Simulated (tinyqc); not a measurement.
## Channel mobility from two channel lengths

Inverse problem. Two power MOSFETs differ only in channel length: R_on = R_rest + Lc (Wp + a)/(2 mch Cox Vov), Cox = 3.9 eps0/tox. Find mch and R_rest.

Parameters, values chosen for the exercise: gate oxide thickness (eps_r 3.9) tox = 77 nm; gate overdrive Vov = 6 V; width of the p body in one cell, channels included Wp = 2.2 um; gap between neighbouring p bodies a = 4.6 um.

Constants: eps0 = 8.8541878128e-14 F/cm where lengths are in cm. Results are converted to the units shown.

R_on at Lc = 0.26 and 0.65 um (mohm cm^2): 2.5933284  5.6733211

Solution. R_on is a straight line in Lc; its slope gives mch and its intercept the rest.

mch = 16.0 cm^2/(V s)
R_rest = 0.540 mohm cm^2

Computed by the program tinyqc: `OMP_NUM_THREADS=1 python tinyqc.py 2230145 2230146 out.jsonl`, one thread of a shared Intel Xeon 2.30GHz, about 0.01 s for the whole run.
